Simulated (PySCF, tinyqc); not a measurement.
Worked calculation: FCI on RHF in the 6-31g basis, for H2, spin multiplicity 1. The lowest restricted solution is unstable here: a spin-polarised one lies 0.0084 hartree lower (PySCF). One step of it, computed by the program tinyqc.

Question. Iteration 8 (converged): orbitals. Diagonalise F' = X^T F X, C = X C', fill 1 alpha and 1 beta electrons from the bottom; D = 2 C_occ C_occ^T. Each column has its largest component positive (the first on a tie).

converged F (hartree), lower triangle:
```
           1H 1s      1H 2s      2H 1s      2H 2s
1H 1s   0.159550
1H 2s  -0.362509  -0.258273
2H 1s  -0.253185  -0.312258   0.159550
2H 2s  -0.312258  -0.310100  -0.362509  -0.258273
```

X, lower triangle:
```
           1H 1s      1H 2s      2H 1s     2H 2s
1H 1s   1.254147
1H 2s  -0.500762   1.466627
2H 1s   0.024269   0.025453   1.254147
2H 2s   0.025453  -0.441806  -0.500762  1.466627
```

Give: F' = X^T F X; orbital energies; coefficients C; D after iteration 8.

Answer.

F' = X^T F X (hartree), lower triangle:
```
        1       2       3      4
1   0.621
2  -0.577   0.222
3  -0.083  -0.126   0.621
4  -0.126  -0.182  -0.577  0.222
```

orbital energies (hartree): MO1 -0.457, MO2 0.079, MO3 1.029, MO4 1.035

coefficients C:
```
         MO1     MO2     MO3     MO4
1H 1s  0.247   0.207  -0.923   0.932
1H 2s  0.398   0.877   1.091  -0.692
2H 1s  0.247  -0.207   0.923   0.932
2H 2s  0.398  -0.877  -1.091  -0.692
```

D after iteration 8, lower triangle:
```
       1H 1s  1H 2s  2H 1s  2H 2s
1H 1s  0.122
1H 2s  0.197  0.317
2H 1s  0.122  0.197  0.122
2H 2s  0.197  0.317  0.197  0.317
```
